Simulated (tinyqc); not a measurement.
Inside a calculation. Method: lattice vibrations of a chain. Computed by tinyqc, a small Python program that keeps every step. Command: `OMP_NUM_THREADS=1 python tinyqc.py 29142 29143 out.jsonl` (the two numbers bound the seeds that draw the settings). One thread of a shared host (Intel(R) Xeon(R) Processor @ 2.60GHz), about 0.01 s of CPU time with the checks.

## Dynamical matrix at q = 0.03

A chain moving along its axis:

| atom | mass (u) | spring to the next atom (eV/angstrom^2) |
|---|---|---|
| 1 | 64.300000 | 19.000000 |
| 2 | 28.800000 | 20.700000 |
| 3 | 60.100000 | 12.200000 |
| second neighbours | - | 2.100000 |

q is in units of 2 pi/a. A spring k from atom i to atom j, n cells on, adds k to Phi_ii and Phi_jj, -k exp(2 pi i q n) to Phi_ij and the conjugate to Phi_ji (for one atom a cell: 2k (1 - cos 2 pi q n)); D_ij = Phi_ij / sqrt(m_i m_j).

D(q) (eV/(angstrom^2 u)), lower triangle (Hermitian):
```
                     1                    2         3
1             0.550544
2  -0.489457-0.009144i             1.524306
3  -0.226558-0.036774i  -0.547132-0.009458i  0.617304
```

## Frequencies

omega^2 are the eigenvalues; wavenumber = 521.4708 sqrt(eigenvalue) 1/cm.

eigenvalues: 0.001924  0.810068  1.880162

wavenumbers (1/cm): 22.9  469.3  715.0

weights |e|^2 of the mass-weighted modes:
```
          mode 1    mode 2    mode 3
atom 1  0.419926  0.505466  0.074607
atom 2  0.187714  0.003069  0.809216
atom 3  0.392360  0.491464  0.116176
```

## Dispersion and heat capacity

C/k_B per atom = mean over q = (j + 1/2)/80, j = 0..39 and all branches of y^2 e^y/(e^y - 1)^2, y = hc wavenumber / k_B T.

Wavenumbers (1/cm):

| q | branch 1 | branch 2 | branch 3 |
|---|---|---|---|
| 0.000000 | 0.000000 | 469.811505 | 715.094125 |
| 0.062500 | 47.589961 | 467.779357 | 714.842729 |
| 0.125000 | 94.659925 | 461.671020 | 714.130119 |
| 0.187500 | 140.696248 | 451.457833 | 713.072822 |
| 0.250000 | 185.197758 | 437.113388 | 711.839965 |
| 0.312500 | 227.680842 | 418.639728 | 710.622735 |
| 0.375000 | 267.679158 | 396.098092 | 709.603149 |
| 0.437500 | 304.698151 | 369.678607 | 708.928221 |
| 0.500000 | 334.370632 | 343.560452 | 708.692426 |

Heat capacity:

| T (K) | C/k_B per atom |
|---|---|
| 20 | 0.040116 |
| 50 | 0.102612 |
| 100 | 0.227127 |
| 200 | 0.496346 |
| 300 | 0.683026 |
| 600 | 0.895281 |
| 1200 | 0.971590 |

zero-point energy per atom = 27.233898 meV
